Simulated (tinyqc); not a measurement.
# Worked calculation: floating body of a partially depleted SOI transistor: body voltage and kink

Program tinyqc, `OMP_NUM_THREADS=1 python tinyqc.py 2182227 2182228 out.jsonl`; Intel Xeon 2.30GHz, shared host, one thread, about 0.2 s. Printed values are rounded.

Source at 0 V. Channel current Ic = 2 nf K Vt^2 [F(0) - F(Vd)](1 + la Vd), F(V) = ln^2(1 + exp((Vg - VT - nf V)/(2 nf Vt))), VT = VT0 - gb Vb. Saturation voltage Vs = 2 Vt sqrt(F(0)) + 3 Vt, excess Ve = (Vd - Vs + sqrt((Vd - Vs)^2 + 0.0004 V^2))/2, multiplication M1 = Ai Ve exp(-Bl/Ve). Each junction passes D(v) = J1 (exp(v/Vt) - 1) + J2 (exp(v/(2 Vt)) - 1). Bipolar current Ib = bb J1 (exp(Vb/Vt) - 1). The body settles where M1 (Ic + Ib) = D(Vb) + D(Vb - Vd) + Vb/Rb; drain current Id = (1 + M1)(Ic + Ib) - D(Vb - Vd).

Values chosen for this exercise; values of the order met in partially depleted silicon-on-insulator transistors: temperature T = 300 K; threshold at zero body voltage VT0 = 0.36 V; fall of the threshold per volt of body voltage gb = 0.2; slope factor nf = 1.17; gain factor per width K = 110 uA/(V^2 um); channel-length modulation factor la = 0.07 1/V; impact-ionisation prefactor Ai = 3.39 1/V; impact-ionisation voltage Bl = 7 V; diffusion saturation current of each junction J1 = 2.2e-13 uA/um; recombination saturation current of each junction J2 = 1.5e-9 uA/um; gain of the lateral bipolar transistor on the diffusion current bb = 0.5; resistance of a weak body tie to the source (1e9 stands for no tie, and the term is then dropped) Rb = 1e9 kohm um; gate voltage Vg = 0.63 V; drain voltage Vd = 1.8 V.

Constants: q = 1.602176634e-19 C, kB = 1.380649e-23 J/K, Vt = kB T/q. Results are converted to the units shown.

Range of the model: The multiplication law is an empirical form chosen for the exercise; self-heating and capacitive coupling to the body are left out, and the linear laws are rough once Vb passes about 0.7 V or M1 about 0.1.

## Starting value

Vb = 0.82 V.

Vb at the start = 0.82 V

## Iteration 1: new Vb

Current into the body I_in = M1 (Ic + Ib) - D(Vb - Vd), current out I_out = D(Vb) + Vb/Rb; f = ln(I_in/I_out), s = df/dVb by central differences over 1e-5 V, Vb(new) = Vb - f/s.

Ic = 9.97212 uA/um
Ve = 1.35154 V
M1 = 0.0258044
I_in = 0.426556 uA/um
I_out = 13.1280 uA/um
f = -3.42676
s = -23.5435 1/V
Vb after iteration 1 = 0.674450 V

## Iteration 2: new Vb

As before.

Ic = 8.68060 uA/um
Ve = 1.37639 V
M1 = 0.0288553
I_in = 0.251161 uA/um
I_out = 0.0477569 uA/um
f = 1.65997
s = -38.0672 1/V
Vb after iteration 2 = 0.718056 V

## Course of the iteration

Stop when the step is below 1e-10 V, or after 40 iterations.

Course of the iteration:
```
iteration  Vb before the step (V)  step (V)
1                            0.82    -0.146
2                        0.674450    0.0436
3                        0.718056   5.88e-5
4                        0.718115  7.52e-10
5                        0.718115         0
```

Converged in 5 iterations.

## Drain current with floating and with grounded body

converged Vb = 0.718115 V

Id and VT at the converged Vb, Id at Vb = 0, their ratio, and the bipolar share Ib/(Ic + Ib).

VT = 0.216377 V
Id, floating = 9.44243 uA/um
Id, grounded = 4.05788 uA/um
ratio = 2.32693
bipolar share = 1.38697 %

The body rises to 0.718 V and lowers the threshold by 144 mV.
